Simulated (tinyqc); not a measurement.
Comparisons within one model: recursion (Haydock) method for the local density of states: bulk site of a square lattice. A value that a table varies takes the place of the one given here.

One orbital a site at energy 0, hopping -t to the 4 nearest neighbours of a square lattice; the start u0 is a site in the bulk, with energy V. Recursion: a_n = <u_n|H|u_n>, b_(n+1) u_(n+1) = (H - a_n) u_n - b_n u_(n-1), b > 0. G(z) = 1/(z - a0 - b1^2/(z - a1 - b2^2/(...))), z = E + i eta. After n levels the tail is b_n^2 T with the square-root terminator T = (z - sqrt(z - 2b) sqrt(z + 2b))/(2 b^2), b = 2t so that the band edges lie at -/+ 4t.

Reference: the closed form for a chain (bulk 1/sqrt(z^2 - 4t^2), end site (z - sqrt(z^2 - 4t^2))/(2t^2)), averaged over 400 points (j + 1/2) pi/400 in each remaining direction with z shifted by 2t cos k, then G/(1 - V G).

Inputs chosen for the exercise:
- t = 0.87 eV (hopping)
- V = 0 eV (shift of the starting site)
- eta = 0.044 eV (broadening)
- n = 4 (levels kept)
- E = -2.55 eV (energy)

## How many levels, and whether to terminate

Energies as fractions of the half width 4t.

Density (1/eV):
```
fraction  E (eV)  2 levels  4 levels  7 levels  7, no terminator  reference
-1.10     -3.828    0.0041    0.0041    0.0040            0.0040     0.0040
-0.90     -3.132    0.0955    0.0893    0.0911            0.0282     0.0932
-0.60     -2.088    0.1108    0.1152    0.1147            0.0139     0.1156
-0.35     -1.218    0.1588    0.1417    0.1411            0.1898     0.1443
-0.15     -0.522    0.2070    0.2108    0.2011            0.0216     0.1917
0.00       0.000    0.2233    0.2502    0.2718            2.2915     0.3352
0.15       0.522    0.2070    0.2108    0.2011            0.0216     0.1917
0.35       1.218    0.1588    0.1417    0.1411            0.1898     0.1443
0.60       2.088    0.1108    0.1152    0.1147            0.0139     0.1156
0.90       3.132    0.0955    0.0893    0.0911            0.0282     0.0932
1.10       3.828    0.0041    0.0041    0.0040            0.0040     0.0040
```

Largest errors against the reference: 0.1119 (2 levels), 0.0850 (4), 0.0634 (7) and 1.956 without terminator, which leaves seven broadened spikes in place of a band. With seven levels the error is largest at E = 0.00 eV, at or next to a van Hove point of the lattice, which makes the b_n oscillate and converges last.

## What each setting does

G at z = E + i eta with n levels and terminator. Each row changes one parameter from the base and keeps the others.

Results:
```
case            Re G (1/eV)  density (1/eV)
base                -0.3432          0.1093
t = 0.957 eV        -0.2890          0.1029
V = 0.5 eV          -0.3288          0.0779
n = 5               -0.3531          0.1063
E = -2.38 eV        -0.3238          0.1123
eta = 0.088 eV      -0.3400          0.1076
```

The largest shifts from the base row, up to three for each result and ties (the steps differ in size, so this ranks the rows, not the parameters). Re G (1/eV): t +0.0542, E +0.0194, V +0.0144. density (1/eV): V -0.0313, t -0.0064, E +0.0030.

Run: tinyqc, `OMP_NUM_THREADS=1 python tinyqc.py 1482234 1482235 out.jsonl`; Intel(R) Xeon(R) Processor @ 2.30GHz, one thread, shared host; about 0.01 s of CPU time with all checks.
